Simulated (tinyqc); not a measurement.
Rectangular fin or nanosheet with a gate all round, subbands and threshold shift from confinement: one step of the calculation.

Undoped body with a flat potential across it, hard walls, transport along x. Three valley pairs (g = 2 each) with the longitudinal mass along x, y or z. Non-parabolicity enters the subband edges through E (1 + al E) = gamma, so E = 2 gamma/(1 + sqrt(1 + 4 al gamma)); motion within a subband is taken as parabolic with the band-edge mass. Energies are counted from the bulk band edge.

Task. Threshold shift. Each subband has N_k = g sqrt(2 mx m0 kB T/(pi hbar^2)); without degeneracy n = exp(EF/Vt) sum N_k exp(-E_k/Vt). Classical value Nc times t H, Nc = sum over valleys of 2 g (m m0 kB T/(2 pi hbar^2))^1.5 with m = (mx my mz)^(1/3). Threshold shift dVT = Vt ln(classical value/sum N_k exp(-E_k/Vt)). Use the subbands listed.

Inputs (values chosen for the exercise); masses close to those of silicon:
```
symbol,value,unit,meaning
T,300,K,temperature
ml,0.916,m0,longitudinal mass
mt,0.19,m0,transverse mass
t,7.6,nm,width (along y)
H,45.6,nm,height (along z)
```

Constants: q = 1.602176634e-19 C, kB = 1.380649e-23 J/K, hbar = 1.054571817e-34 J s, m0 = 9.1093837015e-31 kg, Vt = kB T/q. Results are converted to the units shown.

```
subband      E_k (eV)  N_k (cm^-1)
y1,1     0.0080590105  4.0515151e6
y1,2      0.010914369  4.0515151e6
y1,3      0.015673300  4.0515151e6
y1,4      0.022335803  4.0515151e6
y2,1      0.029380684  4.0515151e6
y1,5      0.030901879  4.0515151e6
y2,2      0.032236042  4.0515151e6
```

Wanted: shares; sum N_k exp(-E_k/Vt); Nc; classical value; dVT.

Result.

shares, subband y1,1 to y2,2 (%): 22.42  20.08  16.70  12.91  9.83  9.27  8.80
sum N_k exp(-E_k/Vt) = 1.323e7 cm^-1
Nc = 2.738e19 cm^-3
classical value = 9.489e7 cm^-1
dVT = 50.93 mV

tinyqc, about 0.2 s, one thread, Intel Xeon 2.30GHz (shared host): `OMP_NUM_THREADS=1 python tinyqc.py 2350156 2350157 out.jsonl`
